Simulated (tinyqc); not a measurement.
Landau-Devonshire theory of a uniaxial ferroelectric: one step, computed by the program tinyqc.

G(P) = (alpha/2) P^2 + (beta*/4) P^4 + (gamma/6) P^6 - E P per volume, SI units, one domain, P along the polar axis, which is normal to the film.

Problem. Coefficients at T. alpha = alpha_0 (T - T0*), with clamping: T0* = T0 + 4 Q12 u_m/(alpha_0 (s11 + s12)), beta* = beta + 4 Q12^2/(s11 + s12).

Inputs (values chosen for the exercise, modelled on lead titanate):
```
quantity,value,unit
alpha_0,782000,J m/(C^2 K)
Curie-Weiss temperature T0,752,K
beta,-2.88e+08,J m^5/C^4
temperature T,698,K
misfit strain u_m,-0.0078,-
electrostriction Q12,-0.026,m^4/C^2
compliance s11 + s12,5.5e-12,m^2/N
```

Sample: epitaxial film.

Give: T0*; alpha; beta*.

Solution.

T0* = 940.6 K

alpha = -1.897e+08 J m/C^2

beta* = 2.036e+08 J m^5/C^4

Compression raises T0 by 189 K. beta* > 0: the transition is of second order, although the free crystal has a first-order one.
